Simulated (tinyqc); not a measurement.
Inside a calculation. Method: coherent transport through a tight-binding region between two chains. One step of it, computed by the program tinyqc.

Problem. Transmission at E = -0.71 eV. Surface Green function g = (E - i sqrt(4 t^2 - E^2)) / (2 t^2); self-energy tc^2 g on each contact site; G = (E - H - Sigma)^(-1); Gamma = -2 Im Sigma; T = Gamma_L Gamma_R |G_LR|^2; local density of states -Im G_ii / pi.

H of the central region (eV):
```
           1          2          3          4
1   0.000000  -1.890000   0.000000   0.000000
2  -1.890000   0.590000  -1.620000   0.000000
3   0.000000  -1.620000   0.590000  -0.550000
4   0.000000   0.000000  -0.550000   0.000000
```

Leads: semi-infinite chains with site energy 0:
```
parameter                           value
lead hopping t (eV)              2.910000
coupling to the left lead (eV)   1.410000
coupling to the right lead (eV)  1.080000
left contact site                       1
right contact site                      4
```

E = -0.710000 eV

Give: g; G; local density of states; transmission.

Solution.

g = -0.0419-0.3411i 1/eV

G (1/eV):
```
                 1               2                3                4
1  -0.2581-0.1443i  0.3918+0.0448i   0.6155+0.2043i   0.3008+0.3510i
2   0.3918+0.0448i  0.1459-0.1257i   0.2774-0.1531i   0.2257+0.0084i
3   0.6155+0.2043i  0.2774-0.1531i  -0.4955-0.3612i  -0.1699-0.4027i
4   0.3008+0.3510i  0.2257+0.0084i  -0.1699-0.4027i  -1.0662-0.9767i
```

local density of states (1/eV): 0.0459  0.0400  0.1150  0.3109

transmission = 0.2306
